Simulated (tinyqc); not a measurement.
Worked calculation: correction of a charged-defect supercell by a model charge and potential alignment (plane-averaged potentials). Computed by tinyqc, a small Python program that keeps every step. Command: `OMP_NUM_THREADS=1 python tinyqc.py 3112151 3112152 out.jsonl align walk`. One thread of a shared host (Intel(R) Xeon(R) Processor @ 2.30GHz), about 0.01 s of CPU time with the checks. Intermediate numbers are printed to about 6 digits and carried at full precision; extremes and crossings named in words are read from the listed rows.

The "true" defect charge is (1 - x) q in a Gaussian of width sigma plus x q in one of width sigma_t, so the exact answer is known; the correction sees only a single model Gaussian of width sigma_m. A Gaussian of width s has the transform rho(G) = exp(-G^2 s^2/2), normalised to 1. A uniform background cancels q, so G = 0 is left out. Potentials are those felt by a unit positive charge. E_0 is the formation energy of the isolated defect, E_cell its value in the supercell, E_lat = E_iso - E_per of the model charge, C the true less the model potential far from the defect; the exact correction is E_0 - E_cell, and the error of a scheme is E_cell plus its correction less E_0.

Inputs (values chosen for the exercise, with screening close to that of HfO2): defect charge q = 1 e; dielectric constant eps = 21.7; edge of the cubic cell L = 16.4 angstrom; width sigma of the true defect charge = 1.3 angstrom; width sigma_m of the model charge = 0.94 angstrom; share x of the charge in a wide tail = 0; width sigma_t of the tail = 2.2 angstrom; formation energy of the isolated defect E_0 = 2.25 eV.

Constants: e^2/(4 pi eps_0) = 14.39964548 eV angstrom.

## The supercell energy and its true error

Periodic energy E_per = (2 pi q^2/(eps L^3)) (e^2/(4 pi eps_0)) sum_(G != 0) rho(G)^2/G^2, G = (2 pi/L)(n1, n2, n3), |n_i| <= 16. Isolated energy: two Gaussians of charges q_a, q_b and widths a, b interact by q_a q_b (e^2/(4 pi eps_0 eps)) sqrt(2/pi)/sqrt(a^2 + b^2), and the self-energy is half the sum over pairs. Supercell value E_cell = E_0 + E_per - E_iso for the true charge.

E_iso, true charge = 0.143994 eV

E_per, true charge = 0.0881898 eV

E_cell = 2.19420 eV

exact correction = 0.0558040 eV

## Lattice energy of the model charge

E_lat = E_iso - E_per for the model charge; point-charge value alpha q^2 e^2/(4 pi eps_0 eps 2 L) with alpha = 2.837297.

E_iso, model = 0.199140 eV

E_per, model = 0.142574 eV

E_lat = 0.0565663 eV

point-charge value = 0.0574015 eV

## Plane-averaged potentials

Plane-averaged potential at distance z from the defect: V(z) = (4 pi q/(eps L^3)) (e^2/(4 pi eps_0 e)) sum_(m != 0) rho(G_m) cos(G_m z)/G_m^2, G_m = 2 pi m/L, |m| <= 40.

Potentials (V):
```
z/L   z (angstrom)        true       model   difference
0.00          0.00   0.0278899   0.0315804  -0.00369050
0.05          0.82   0.0254287   0.0280528  -0.00262402
0.10          1.64   0.0190982   0.0198486  -0.00075041
0.15          2.46   0.0111003   0.0107522   0.00034812
0.20          3.28   0.0032171   0.0025283   0.00068883
0.25          4.10  -0.0037079  -0.0044613   0.00075343
0.30          4.92  -0.0094199  -0.0101815   0.00076151
0.35          5.74  -0.0138683  -0.0146305   0.00076220
0.40          6.56  -0.0170461  -0.0178084   0.00076224
0.45          7.38  -0.0189529  -0.0197151   0.00076224
0.50          8.20  -0.0195884  -0.0203507   0.00076224
```

The difference moves by 0.00 mV between z/L = 0.4 and 0.5: a plateau.

## Alignment and corrected energy

C = difference at z = L/2; E_corr = E_cell + E_lat - q C. For charges that have died out at L/2, C = (2 pi q/(eps L^3)) (e^2/(4 pi eps_0 e)) (<s^2> - sigma_m^2), <s^2> = (1 - x) sigma^2 + x sigma_t^2.

alignment C = 7.62239e-04 V

C, closed form = 7.62239e-04 V

E_corr = 2.25000 eV

error with alignment (rounded to 1e-4 meV) = 0 meV

error without alignment = 0.762239 meV

error with the point-charge term alone = 1.59744 meV

error without correction = -55.8040 meV

Errors are measured against E_0. Alignment cuts the error of the model charge from 0.76 to below 0.001 meV.

## Errors against cell size

Schemes: none; point-charge term alpha q^2 e^2/(4 pi eps_0 eps 2 L), alpha = 2.837297; E_lat of the model; E_lat - q C with C at z = L/2.

Error against E_0 (meV):
```
L (angstrom)      none  point charge  model charge  model and alignment
11.5          -77.2265       4.63302       2.21070          1.65302e-04
13.9          -65.1018       2.62369       1.25192          8.86171e-07
16.4          -55.8040       1.59744       0.76224          1.72842e-09
19.7          -46.8644       0.92163       0.43977          2.05252e-11
```

Between the last two rows the uncorrected error scales as L^-0.95 and the point-charge remainder as L^-3.00. With alignment the error is 0.0 meV in the smallest cell and 0.00 meV in the largest.

Checks made by the program: E_lat against the point-charge value less 2 pi q^2 sigma_m^2 e^2/(4 pi eps_0 eps L^3) (relative difference 2e-07).
